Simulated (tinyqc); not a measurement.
One gate, two gates and a surrounding gate.

Below threshold the potential that source and drain add obeys Laplace's equation, vanishes on the gates and decays along the channel as exp(-k y). The same ts (depleted depth over a conducting body, body thickness or wire diameter), ti and permittivities in three geometries; k is the smallest positive root of: one gate, f(k) = eps_r sin(k ti) cos(k ts) + ei cos(k ti) sin(k ts); two gates, f(k) = ei cos(k ti) cos(k ts/2) - eps_r sin(k ti) sin(k ts/2); wire, f(k) = ei J0(u)[J1(u) Y0(v) - Y1(u) J0(v)] - eps_r J1(u)[J0(u) Y0(v) - Y0(u) J0(v)], u = k ts/2, v = u + k ti. Parabolic estimates of l: sqrt((eps_r/ei) ts ti); sqrt((eps_r/(2 ei)) ts ti (1 + ei ts/(4 eps_r ti))); sqrt([2 eps_r ts^2 ln(1 + 2 ti/ts) + ei ts^2]/(16 ei)), in the same order.

Inputs (values chosen for the exercise); permittivities: semiconductor close to that of silicon, insulator close to that of zirconium oxide: relative permittivity of the semiconductor eps_r = 11.9; relative permittivity of the insulator ei = 23.9; insulator thickness ti = 5.8 nm; wire diameter ts = 8.2 nm.

Scale lengths (nm):
```
                                 Lambda = pi/k  l = 1/k  l(parabolic)
one gate over a conducting body          13.23    4.213         4.866
two gates                                16.42    5.227         4.499
wire                                     11.46    3.648         2.809
```

What does the comparison show?

The wire has the shortest scale length, 0.698 times that of the double gate; the single gate over a conducting body has 0.806 times it, its layer ending directly on a conductor where the double gate has a second insulator. The parabolic estimates are 16 % above, 14 % below and 23 % below the exact l, in the order of the rows.

Program tinyqc, `OMP_NUM_THREADS=1 python tinyqc.py 2420162 2420163 out.jsonl`; Intel Xeon 2.30GHz, shared host, one thread, about 0.01 s.
